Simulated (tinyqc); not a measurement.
Penn model of the dielectric constant and Phillips ionicity: one step. Homopolar and ionic parts. Three cases, with inputs chosen for the exercise.

Question. Split the gap; where Eg is below Eh or within 3 % of it, C is taken as zero.

Phillips: bond length d = sqrt(3) a/4; homopolar gap Eh = 39.74 d^(-2.48) eV (d in angstrom); Eg^2 = Eh^2 + C^2; ionicity fi = C^2/Eg^2.

Give: d; Eh; C; fi.

Case 1.

Values chosen (out of a larger set: near those of Ge; not measured data): a = 5.644 angstrom (cubic lattice constant, 32 valence electrons a cell).

Penn gap Eg = 3.87502 eV

Answer.

d = 2.4439 angstrom
Eh = 4.333 eV
C = 0.00 eV
fi = 0.000

Eg/Eh = 0.894: the bond is covalent within the accuracy of the rule; for Ge the shortfall comes from the missing d-shell factor.

Case 2.

Values chosen (out of a larger set: near those of Si; not measured data): a = 5.447 angstrom (cubic lattice constant, 32 valence electrons a cell).

Penn gap Eg = 4.72701 eV

Answer.

d = 2.3586 angstrom
Eh = 4.732 eV
C = 0.00 eV
fi = 0.000

Eg/Eh = 0.999: the bond is covalent within the accuracy of the rule.

Case 3.

Values chosen (out of a larger set: near those of diamond; not measured data): a = 3.554 angstrom (cubic lattice constant, 32 valence electrons a cell).

Penn gap Eg = 13.39735 eV

Answer.

d = 1.5389 angstrom
Eh = 13.644 eV
C = 0.00 eV
fi = 0.000

Eg/Eh = 0.982: the bond is covalent within the accuracy of the rule.

Computed by tinyqc, one run a case: `OMP_NUM_THREADS=1 python tinyqc.py N N+1 out.jsonl` with N = 1681951, 1682023, 1682687; one thread of a shared Intel(R) Xeon(R) Processor @ 2.30GHz, about 0.01 s a run at most.
